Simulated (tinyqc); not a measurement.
# Octagonal on-chip spiral inductor, lumped pi model: two studies

Outer diameter do = di + 2 n wd + 2 (n - 1) sp, mean da = (do + di)/2, fill p = (do - di)/(do + di), length l = 3.314 n da. L = 2.25 mu0 n^2 da/(1 + 3.55 p), mu0 = 4 pi 1e-7 H/m. Rs = rho l/(wd delta (1 - exp(-th/delta))), delta = sqrt(rho/(pi f mu0)). Cs = n wd^2 eps0 eo/hu across the coil. At each end Cox = l wd eps0 eo/(2 ho) leads to the substrate branch Rsi = 2 rs he/(l wd) in parallel with Csi = l wd eps0 11.7/(2 he). With one end grounded Y = 1/(Rs + i w L) + i w Cs + 1/[1/(i w Cox) + 1/(1/Rsi + i w Csi)], w = 2 pi f; Q = -Im Y/Re Y. Eddy currents in neighbouring turns and in the substrate are left out.

Values chosen for this exercise; values of the order met in silicon radio-frequency processes: number of turns n = 4.5; line width wd = 4 um; space between turns sp = 1.5 um; inner diameter di = 140 um; metal thickness th = 3.4 um; metal resistivity rho = 2.2 uohm cm; oxide below the coil ho = 9.1 um; oxide between coil and underpass hu = 1 um; relative permittivity of the oxide eo = 3; substrate resistivity rs = 10 ohm cm; effective spreading depth in the substrate he = 30 um; frequency f = 11 GHz.

Constants: eps0 = 8.8541878128e-12 F/m. Results are converted to the units shown.

Each table varies one quantity; the others keep the values above.

## Quality factor against frequency

Apparent inductance Im(1/Y)/w; share of the loss Re(substrate branch)/Re Y.

Quality factor against frequency:

| f (GHz) | Rs (ohm) | w L/Rs | Q | apparent inductance (nH) | loss in the substrate (%) |
|---|---|---|---|---|---|
| 0.33 | 5.790 | 2.223 | 2.222 | 6.210 | 0.001838 |
| 0.53 | 6.357 | 3.252 | 3.248 | 6.214 | 0.01011 |
| 0.87 | 7.159 | 4.741 | 4.723 | 6.226 | 0.06178 |
| 1.4 | 8.204 | 6.657 | 6.582 | 6.254 | 0.3469 |
| 2.3 | 9.693 | 9.255 | 8.885 | 6.332 | 1.988 |
| 3.8 | 11.77 | 12.60 | 10.74 | 6.543 | 9.936 |
| 6.2 | 14.53 | 16.65 | 9.709 | 7.091 | 32.93 |
| 10 | 18.13 | 21.52 | 5.582 | 8.632 | 62.85 |
| 17 | 23.45 | 28.28 | 1.051 | 14.26 | 83.76 |

What does the table show?

Q goes from 2.22 through a maximum of 10.7 (at f = 3.8 GHz among the rows listed) to 1.05; the exact peak is 10.9 at 4.31 GHz and Q reaches zero at the self-resonance, 19.6 GHz. The share of the substrate rises from 0.00184 to 83.8 %, and the apparent inductance ends at 2.30 times L. At the peak the substrate takes 14.1 % of the loss. For f = 17 the coil is longer than 0.15 of a wavelength in the oxide, where one lumped section is rough.

## Effect of the substrate resistivity

Same model as above.

Peak Q and its frequency from a search over f; self-resonance where Im Y = 0; Q at the given f (negative beyond resonance).

The same in every row: L (nH) = 6.208; do (um) = 186.5.

Results:

| rs (ohm cm) | peak Q | f of the peak (GHz) | self-resonance (GHz) | Q at f |
|---|---|---|---|---|
| 0.1 | 14.17 | 7.102 | 15.90 | 11.14 |
| 1 | 13.13 | 5.994 | 16.01 | 7.560 |
| 3 | 12.07 | 5.081 | 16.84 | 4.952 |
| 10 | 10.85 | 4.308 | 19.60 | 4.689 |
| 30 | 11.00 | 5.163 | 20.46 | 7.799 |
| 1000 | 16.07 | 9.141 | 20.59 | 15.64 |
| 10000 | 16.44 | 9.374 | 20.59 | 16.10 |

Estimate the missing row, rs = 100 ohm cm.

Computed row:

| rs (ohm cm) | peak Q | f of the peak (GHz) | self-resonance (GHz) | Q at f |
|---|---|---|---|---|
| 100 | 13.53 | 7.442 | 20.58 | 12.13 |

With this row back in the table: As rs goes from 0.1 to 10000, L stays at 6.21 nH, the peak Q goes from 14.2 through a minimum of 10.9 (at rs = 10 among the rows listed) to 16.4, its frequency goes from 7.10 through a minimum of 4.31 (at rs = 10 among the rows listed) to 9.37 GHz and the self-resonance rises from 15.9 to 20.6 GHz. In this model both a very low and a very high resistivity dissipate little: the first shorts the branch to a pure Cox, the second blocks the current. For rs = 0.1, 1 eddy currents in the substrate, left out, would lower Q markedly.

Program tinyqc, `OMP_NUM_THREADS=1 python tinyqc.py 2302120 2302121 out.jsonl`; Intel Xeon 2.30GHz, shared host, one thread, about 0.01 s.
